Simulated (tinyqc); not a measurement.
# Charge-trap memory cell: effect of the gate voltage

Channel, tunnel oxide, storage layer, blocking layer, gate. N electrons per area sit in a sheet at the centroid and shift the threshold by U = (q/eps0) N (tb/eb + xc tn/en). EOT = t1 + 3.9 (tn/en + tb/eb); tunnel field F = (Vg - U)/EOT; dN/dt = eta (J/q)(1 - N/Nm). Fowler-Nordheim: J = A F^2 exp(-B/F), A = q^2/(16 pi^2 hbar mo phi) (times 1e14 for A/cm^2 with F in V/nm, emitter mass m0), B = (4/3) sqrt(mo/C) phi^1.5, C = hbar^2/(2 m0).

After 1e-5 s. The rate equation is integrated from N = 0 to the digits shown; blocking field (3.9 F + q N/eps0)/eb.

Values chosen for this exercise; oxide values close to those of silicon dioxide, storage layer close to silicon nitride, blocking layer close to silicon dioxide:
```
symbol   value   unit                                                      meaning
phi       3.01     eV                                               tunnel barrier
mo        0.43     m0                                              tunnelling mass
t1         5.7     nm                              tunnel oxide (permittivity 3.9)
tn         6.9     nm                                                storage layer
en         7.4                                           its relative permittivity
tb         7.6     nm                                               blocking layer
eb         3.9                                           its relative permittivity
xc        0.57         charge centroid, share of tn counted from the blocking side
eta       0.85                                capture efficiency of an empty layer
Nm      9.1e12  cm^-2                                                 trap density
```

Constants: q = 1.602176634e-19 C, hbar = 1.054571817e-34 J s, m0 = 9.1093837015e-31 kg, eps0 = 8.8541878128e-14 F/cm where lengths are in cm, hbar^2/(2 m0) = 0.0380998212 eV nm^2. Results are converted to the units shown.

Result of one run:
```
Vg (V)    N/Nm  U (V)  F (V/nm)  blocking field (V/nm)
20.2    0.4904  2.003     1.074                  1.281
```

What becomes of these results when the gate voltage less flat band and surface potential Vg is changed from 20.2 to 22.7 V, all else the same?

Result of the changed run:
```
Vg (V)    N/Nm  U (V)  F (V/nm)  blocking field (V/nm)
22.7    0.8807  3.597     1.128                  1.500
```

The whole series:
```
Vg (V)    N/Nm  U (V)  F (V/nm)  blocking field (V/nm)
19.3    0.3319  1.355     1.060                  1.200
20.2    0.4904  2.003     1.074                  1.281
21      0.6295  2.571     1.088                  1.354
21.9    0.7734  3.159     1.107                  1.433
22.7    0.8807  3.597     1.128                  1.500
23.6    0.9641  3.937     1.161                  1.568
24.4    0.9954  4.065     1.201                  1.621
25.3     1.000  4.084     1.253                  1.675
```

U rises from 1.36 to 4.08 V; the slope between neighbouring rows is at most 0.719 and 0.0210 between the last two rows. In the upper rows it falls short of the 1 of a floating gate because capture weakens as the traps fill (100 % in the last row); where little charge has entered in the time given, the slope is small in any case. The blocking field reaches 16.7 MV/cm, where electrons may escape to the gate, which the model leaves out.

Range of the model: The Fowler-Nordheim form needs F t1 above phi; trap-assisted paths and leakage through the blocking layer are left out.

tinyqc, about 0.06 s, one thread, Intel Xeon 2.30GHz (shared host): `OMP_NUM_THREADS=1 python tinyqc.py 2130169 2130170 out.jsonl`
